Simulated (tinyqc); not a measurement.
Worked calculation: averaged masses of warped heavy- and light-hole bands. Values are carried at full precision from step to step, so a last printed digit may differ when a step is redone from the rounded ones.

Constants: Ry = 13.60569312 eV; a0 (Bohr radius) = 0.5291772105 angstrom; kB = 8.617333262e-05 eV/K; hbar^2/2m0 = 3.80998211 eV angstrom^2.

Inputs chosen for the exercise (near those of Si; shifted at random, so the results belong to these values and not to a real crystal):
```
symbol  value  unit  meaning
g1      4.28         Luttinger gamma1
g2      0.34         gamma2
g3      1.45         gamma3
eps     11.72        dielectric constant
mso     0.235  m0    split-off mass
Dso     0.044  eV    spin-orbit splitting
T       77     K     temperature
```

## Other forms of the parameters

Dresselhaus-Kip-Kittel form E = c [A k^2 -/+ sqrt(B^2 k^4 + C^2 (kx^2 ky^2 + ky^2 kz^2 + kz^2 kx^2))] with A = g1, B = 2 g2, C^2 = 12 (g3^2 - g2^2). Spherical form: mu = (6 g3 + 4 g2)/(5 g1), delta = (g3 - g2)/g1, masses 1/(g1 (1 -/+ mu)). Effective rydberg R* = Ry/(g1 eps^2) and radius a* = a0 g1 eps.

A, B, |C|: [4.280, 0.680, 4.883]

mu, delta: [0.4701, 0.2593]

spherical masses, heavy and light (m0): [0.4409, 0.1589]

R* = 23.14 meV
a* = 26.5 angstrom

delta/mu = 0.55 measures the warping against the spherical splitting.

## Masses along six directions

Four-band hole energies E = c k^2 f(u), c = hbar^2/2m0, f = g1 -/+ 2 sqrt(g2^2 + 3 (g3^2 - g2^2) s), s = ux^2 uy^2 + uy^2 uz^2 + uz^2 ux^2 for the unit vector u; minus for heavy, plus for light holes; the mass along u is 1/f.

Give s and both masses.

Masses (m0):
```
direction        s   heavy   light
[100]      0.00000  0.2778  0.2016
[110]      0.25000  0.5729  0.1467
[111]      0.33333  0.7246  0.1393
[310]      0.09000  0.3752  0.1696
[311]      0.15702  0.4486  0.1580
[411]      0.10185  0.3876  0.1672
```

The heavy mass grows by a factor of 2.61 from [100] to [111] while the light one shrinks by 31 %; 1/m_heavy + 1/m_light = 2 g1 in every direction.

## Density-of-states masses from three directions

m_d^(3/2) is the angular mean of m(u)^(3/2). The rule mean = (10 F[100] + 16 F[110] + 9 F[111])/35 is exact for cubic harmonics up to sixth order. Total m_d = (m_h^(3/2) + m_l^(3/2))^(2/3).

m^(3/2):
```
direction    heavy    light
[100]      0.14640  0.09053
[110]      0.43359  0.05622
[111]      0.61685  0.05198
```

m_d heavy, light (m0): [0.5417, 0.1615]

total = 0.5990 m0
share of light holes = 14.0 %

## Averages on a grid

Grid: n x n midpoints in cos(theta) from 0 to 1 and phi from 0 to pi/2, equal weights. m_d = <f^(-3/2)>^(2/3). Conductivity mass for one scattering time: 1/m_c = <|w|^2 f^(-5/2)>/<f^(-3/2)> with w = grad_k(k^2 f)/(2 k), that is |w|^2 = f^2 + |angular gradient of f|^2/4.

Use n = 40.

m_d heavy, light (m0): [0.5215, 0.1551]

m_c heavy, light (m0): [0.4148, 0.1493]

The three-direction rule differs from the grid by +3.86 % for heavy holes. Warping makes m_c of the heavy holes 20 % smaller than m_d; on a sphere the two are equal.

## Effective density of states

Nv = 2 (kT/(4 pi c))^(3/2) [m_h^(3/2) + m_l^(3/2) + mso^(3/2) exp(-Dso/kT)], c = hbar^2/2m0, parabolic bands, m_h and m_l the density-of-states masses from the grid; 1 angstrom^-3 = 1e24 cm^-3.

prefactor = 3.2631e+18 cm^-3

the three terms: [0.37664, 0.06107, 0.00015]

Nv = 1.429e+18 cm^-3

shares (%): [86.0, 13.9, 0.0]

kT/Dso = 0.15: thermal holes reach energies comparable with Dso, where the four-band form fails and the true Nv is larger.

## Checks

- m_d and m_c of heavy holes for g2 = g3 against 1/(g1 - 2 g3): they agree to 1e-10 or better.
- m_d of heavy holes on grids of 40 and 160: both 0.5215.

Run: tinyqc, `OMP_NUM_THREADS=1 python tinyqc.py 1051292 1051293 out.jsonl`; Intel(R) Xeon(R) Processor @ 2.30GHz, one thread, shared host; about 0.02 s of CPU time with all checks.
